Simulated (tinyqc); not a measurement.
Crystal pulling from the melt: segregation, interface stability, heat balance and point-defect regime: one step, computed by the program tinyqc.

A dilute solute; steady pulling with a flat interface unless it is found unstable.

Task: Constitutional supercooling. Liquidus slope per concentration (van 't Hoff): |m| = k_B T_m^2 (1 - k0)/L. Solute gradient at the interface: G_C = (V/D) C_s (1 - k0)/k0. Constitutional supercooling sets in when |m| G_C > G_L. Critical C_s from the equality.

Inputs (values chosen for the exercise, for a model semiconductor):
```
quantity                      value    unit
equilibrium coefficient k0    0.018       -
diffusivity in the melt D   0.00023  cm^2/s
pull rate V                     1.6  mm/min
gradient in the melt G_L        3.4    K/cm
latent heat per volume L       4160  J/cm^3
melting point T_m              1685       K
```

C_s = 3.572386e+17 1/cm^3

Constants: k_B = 1.380649e-23 J/K.

Give: |m|; |m| G_C; critical C_s; ratio |m| G_C/G_L.

Result:

|m| = 9.253e-21 K cm^3

|m| G_C = 2.091 K/cm

critical C_s = 5.809e+17 1/cm^3

ratio |m| G_C/G_L = 0.6150

The interface is stable by this test, with a margin of 1.6.
